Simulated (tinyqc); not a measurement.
Carrier statistics of a doped semiconductor with parabolic bands: sweeps and comparisons. A value that a table varies takes the place of the one given here.

Eg(T) = Eg0 - al T^2/(T + be); m_de = Mv^(2/3) (ml mt^2)^(1/3); m_dh = (mhh^(3/2) + mlh^(3/2))^(2/3); Nc and Nv from N = 2 (m kB T/(4 pi c))^(3/2) with c = hbar^2/2m0, in 1/angstrom^3; times 1e24 for 1/cm^3.

Energies are counted from Ev, so Ec = Eg. n = Nc F_1/2((EF - Eg)/kT), p = Nv F_1/2(-EF/kT), ND+ = ND/(1 + 2 exp((EF - Eg + ED)/kT)), NA- = NA/(1 + 4 exp((EA - EF)/kT)); neutrality asks p + ND+ = n + NA-. F_j(eta) = (1/Gamma(j + 1)) integral_0^infinity x^j dx/(1 + exp(x - eta)), which tends to exp(eta) for eta << 0.

Constants: hbar^2/2m0 = 3.80998211 eV angstrom^2; kB = 8.617333262e-05 eV/K.

Parameters, chosen for this exercise (near those of InSb; the results hold for these values, not for the real material): Eg0 = 0.2355 eV (gap at 0 K); al = 0.000321 eV/K (Varshni alpha); be = 172 K (Varshni beta); ml = 0.0136 m0 (longitudinal electron mass); mt = 0.0136 m0 (transverse electron mass); Mv = 1 (equivalent valleys); mhh = 0.429 m0 (heavy-hole mass); mlh = 0.015 m0 (light-hole mass); ND = 5.9e+12 1/cm^3 (donors); NA = 4.1e+12 1/cm^3 (acceptors); ED = 0.000993 eV (donor level below Ec); EA = 0.0101 eV (acceptor level above Ev); T = 115 K.

## Temperature

Neutrality solved at each temperature; ni = sqrt(Nc Nv) exp(-Eg/2kT).

Carriers (1/cm^3):
```
T (K)  EF (eV)         n         p  majority / |ND - NA|        ni  Eg (eV)
10      0.2310  1.57e+12    <1e-99                 0.871  1.63e-44   0.2353
20      0.2245  1.75e+12  3.20e-40                 0.970  2.37e-14   0.2348
40      0.2090  1.79e+12  1.61e-09                 0.992      53.7   0.2331
77      0.1750  1.80e+12  3.25e+06                 0.997  2.41e+09   0.2279
120     0.1394  4.30e+12  2.50e+12                  2.39  3.28e+12   0.2197
200     0.1453  8.44e+14  8.43e+14                   469  8.49e+14   0.2010
300     0.1561  1.69e+16  1.69e+16              9.41e+03  1.83e+16   0.1743
400     0.1699  7.89e+16  7.89e+16              4.38e+04  9.88e+16   0.1457
500     0.1868  1.99e+17  1.99e+17              1.11e+05  2.97e+17   0.1161
600     0.2057  3.73e+17  3.73e+17              2.07e+05  6.56e+17   0.0858
```

What can be read from the table?

Ionisation is incomplete: the majority density is below 90 % of the net doping at 10 K, down to a share of 0.87. It is within 10 % of the net doping at 20, 40 and 77 K. At 120, 200, 300, 400, 500 and 600 K thermal pairs lift it more than 10 % above the net doping; ni has reached 6.56e+17 1/cm^3 at 600 K against a net doping of 1.80e+12. For so narrow a gap the hottest rows are formal: EF can enter a band, where the Boltzmann ni is too large, and the crystal may melt. EF goes from 0.231 eV to 0.206 eV, where midgap is 0.043 eV and the intrinsic level (Boltzmann) 0.177 eV.

## Doping level

Only donors are present (NA = 0); eta is the distance of EF beyond the conduction edge in units of kT.

Neutral state:
```
ND (1/cm^3)  EF (eV)  majority (1/cm^3)  ionised share    eta
1.0e+14       0.1755           9.78e+13          0.978  -4.57
1.0e+15       0.1969           8.33e+14          0.833  -2.40
1.0e+16       0.2149           4.47e+15          0.447  -0.58
1.0e+17       0.2303           1.46e+16          0.146   0.97
1.0e+18       0.2458           3.46e+16          0.035   2.53
3.0e+18       0.2536           4.82e+16          0.016   3.32
1.0e+19       0.2625           6.61e+16          0.007   4.22
3.0e+19       0.2709           8.51e+16          0.003   5.07
```

How do the results move?

The impurity level lies at 0.2197 eV. The ionised share falls from 0.978 to 0.003 as EF passes through it between 1e+16 and 1e+17 1/cm^3 (share 1/3 there); it is below one half from 1e+16 1/cm^3 on. Over the last two rows the doping grows threefold and the majority density by a factor 1.29. EF comes within 3 kT of the majority band edge from 1e+15 1/cm^3 on. Above roughly 1e+14 1/cm^3 (N^(1/3) a = 0.26, with the radius a = sqrt(c/(m E)) from the ionisation energy E and the mass (ml mt^2)^(1/3)) the levels merge with the band and real ionisation is complete; sharp levels then overstate freeze-out.

## What each input does

Neutrality solved anew for each case. Each row changes one parameter from the base and keeps the others.

Results:
```
case                  EF (eV)  n (1/cm^3)  p (1/cm^3)
base                   0.1407    2.94e+12    1.15e+12
T = 135 K              0.1391    1.55e+13    1.38e+13
ND = 2.95e+12 1/cm^3   0.1330    1.35e+12    2.50e+12
NA = 2.05e+12 1/cm^3   0.1451    4.58e+12    7.38e+11
Eg0 = 0.2855 eV        0.1859    1.81e+12    1.20e+10
mt = 0.0163 m0         0.1394    3.10e+12    1.31e+12
mhh = 0.5148 m0        0.1415    3.19e+12    1.39e+12
ED = 0.0015 eV         0.1407    2.94e+12    1.15e+12
```

What does this show?

The largest shifts from the base row, up to three for each result and ties (the steps differ in size, so this ranks the rows, not the parameters). EF (eV): Eg0 +0.0452, ND -0.0077, NA +0.0044; unchanged at the printed digits by ED. n (1/cm^3): T +1.26e+13, NA +1.64e+12, ND -1.59e+12; unchanged at the printed digits by ED. p (1/cm^3): T +1.26e+13, ND +1.35e+12, Eg0 -1.14e+12; unchanged at the printed digits by ED.

Computed by tinyqc, a small Python program: `OMP_NUM_THREADS=1 python tinyqc.py 1680167 1680168 out.jsonl` (the numbers bound the seed that draws the inputs); one thread of a shared host (Intel(R) Xeon(R) Processor @ 2.30GHz), about 0.01 s for the whole set of steps.
